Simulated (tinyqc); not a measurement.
## Film thickness from the threshold shift

Question. Undoped body with a flat potential across it, hard walls, transport along x. Three valley pairs (g = 2 each) with the longitudinal mass along x, y or z. Non-parabolicity enters the subband edges through E (1 + al E) = gamma, so E = 2 gamma/(1 + sqrt(1 + 4 al gamma)); motion within a subband is taken as parabolic with the band-edge mass. Energies are counted from the bulk band edge. gamma = C (pi k/(t + dl))^2/mz, C = hbar^2/(2 m0). Each subband has N_k = g sqrt(mx my) m0 kB T/(pi hbar^2); without degeneracy n = exp(EF/Vt) sum N_k exp(-E_k/Vt). Classical value Nc times t, Nc = sum over valleys of 2 g (m m0 kB T/(2 pi hbar^2))^1.5 with m = (mx my mz)^(1/3). Threshold shift dVT = Vt ln(classical value/sum N_k exp(-E_k/Vt)). Find t and the lowest subband edge.

Inputs (values chosen for the exercise); masses close to those of silicon:
- T = 200 K (temperature)
- ml = 0.912 m0 (longitudinal mass)
- mt = 0.189 m0 (transverse mass)
- al = 0.5 1/eV (non-parabolicity)
- dl = 0 nm (widening of the box by penetration into the insulator)

Constants: q = 1.602176634e-19 C, kB = 1.380649e-23 J/K, hbar = 1.054571817e-34 J s, m0 = 9.1093837015e-31 kg, Vt = kB T/q, hbar^2/(2 m0) = 0.0380998212 eV nm^2. Results are converted to the units shown.

dVT = 31.158545 mV

Answer. dVT is evaluated for trial values of t with all subbands; between 1.5 and 25 nm one value matches.

t = 4.90 nm
E_1 = 17.0 meV

Numbers from tinyqc (`OMP_NUM_THREADS=1 python tinyqc.py 2350009 2350010 out.jsonl`; about 0.06 s on one thread of a shared Intel Xeon 2.30GHz).
